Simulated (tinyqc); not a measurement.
From results back to parameters: eight-band Kane k.p model. Three cases, with inputs chosen for the exercise.

Problem. In the Kane model 1/m = A_r + Ep (Eg + 2 Dso/3)/(Eg (Eg + Dso)) and the Roth formula gives g* = 2 - 2 Ep Dso/(3 Eg (Eg + Dso)). The mass and the g factor below were computed from hidden Ep and Dso.

Case 1.

Values chosen (out of a larger set: near those of GaP; not measured data): Eg = 2.873 eV (gap at Gamma to the s-like level); A_r = 0 (remote-band term in 1/m).

m = 0.0929225 m0
g* = 1.80387

Case 2.

Values chosen (out of a larger set: near those of InP; not measured data): Eg = 1.398 eV (gap at Gamma to the s-like level); A_r = 1 (remote-band term in 1/m).

m = 0.0647000 m0
g* = 1.29819

Case 3.

Values chosen (out of a larger set: near those of GaP; not measured data): Eg = 2.866 eV (gap at Gamma to the s-like level); A_r = 0 (remote-band term in 1/m).

m = 0.0929961 m0
g* = 1.80355

Find: X; Y; Ep; Dso.

Solution. Let X = 1/m - A_r and Y = (2 - g*)/2. Then X + Y = Ep/Eg and X - 2 Y = Ep/(Eg + Dso).

Case 1.

X = 10.762
Y = 0.098
Ep = 31.20 eV
Dso = 0.080 eV

Case 2.

X = 14.456
Y = 0.351
Ep = 20.70 eV
Dso = 0.107 eV

Case 3.

X = 10.753
Y = 0.098
Ep = 31.10 eV
Dso = 0.080 eV

Computed by tinyqc, one run a case: `OMP_NUM_THREADS=1 python tinyqc.py N N+1 out.jsonl` with N = 1050621, 1050660, 1050665; one thread of a shared Intel(R) Xeon(R) Processor @ 2.30GHz, about 0.02 s a run at most.
